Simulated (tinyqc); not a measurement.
Plane-wave Kohn-Sham cycle with exchange-only LDA in a layered model solid, step by step. One step of it, computed by the program tinyqc.

Problem. Iteration 2: potential. V_H(G) = 4 pi rho(G)/G^2 for G != 0 (uniform background); v_x = -(3 rho/pi)^(1/3); V = V_ext + V_H + v_x; Fourier components f(G_m) = (1/N) sum_j f(x_j) exp(-i G_m x_j).

A solid whose potential varies along x alone (atomic units):
```
parameter,value
period a,15.500000
cross-section of the cell,22.000000
electrons per cell,2
grid points,16
"plane waves -n..n, n",2
k points,1
V1 in V1 cos(2 pi x/a),-0.160000
V2 in V2 cos(4 pi x/a),-0.100000
```

density after iteration 1 (e/bohr^3): 0.01426657  0.01245056  0.00847302  0.00504570  0.00341051  0.00299666  0.00295095  0.00296750  0.00298528  0.00296750  0.00295095  0.00299666  0.00341051  0.00504570  0.00847302  0.01245056

Give: Potentials on the grid; V(G_m), m = 0, 1, 2, ....

Solution.

Potentials on the grid (hartree):
```
x,V_ext,V_H,v_x,V
0.000,-0.260,0.423,-0.239,-0.076
0.969,-0.219,0.375,-0.228,-0.071
1.938,-0.113,0.252,-0.201,-0.062
2.906,0.009,0.098,-0.169,-0.062
3.875,0.100,-0.049,-0.148,-0.097
4.844,0.132,-0.168,-0.142,-0.178
5.812,0.113,-0.254,-0.141,-0.282
6.781,0.077,-0.305,-0.142,-0.369
7.750,0.060,-0.322,-0.142,-0.404
8.719,0.077,-0.305,-0.142,-0.369
9.688,0.113,-0.254,-0.141,-0.282
10.656,0.132,-0.168,-0.142,-0.178
11.625,0.100,-0.049,-0.148,-0.097
12.594,0.009,0.098,-0.169,-0.062
13.562,-0.113,0.252,-0.201,-0.062
14.531,-0.219,0.375,-0.228,-0.071
```

V(G_m), m = 0, 1, 2, ... (hartree): -0.170  0.080  -0.036  0.002  0.001
